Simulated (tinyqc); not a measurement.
## Thickness and doping from the maximum and minimum capacitance

Problem. A MOS capacitor has Cmax = Cox = eps0 eox/tox and 1/Cmin = 1/Cox + Wm/(eps0 eps_r), with Wm = sqrt(4 eps0 eps_r Vt ln(N/ni)/(q N)) and N well above ni. Find tox, Wm and N.

Parameters, values chosen for the exercise; band and dielectric values close to those of silicon: temperature T = 293 K; relative permittivity eps_r = 11.8; relative permittivity of the gate insulator (close to hafnium oxide) eox = 22.2.

Constants: q = 1.602176634e-19 C, kB = 1.380649e-23 J/K, Vt = kB T/q, eps0 = 8.8541878128e-14 F/cm where lengths are in cm. Results are converted to the units shown.

Cmax = 3.6400550 uF/cm^2
Cmin = 0.30993042 uF/cm^2
ni = 9.1290712e9 cm^-3

Answer. Cmax gives tox and the series difference Wm. N follows by iterating N = 4 eps0 eps_r Vt ln(N/ni)/(q Wm^2); ln(N/ni)/N falls steadily for N > e ni, so there is one root in that range.

tox = 5.400 nm
Wm = 30.84 nm
N = 1.300e18 cm^-3

Numbers from tinyqc (`OMP_NUM_THREADS=1 python tinyqc.py 2060167 2060168 out.jsonl`; about 0.01 s on one thread of a shared Intel Xeon 2.30GHz).
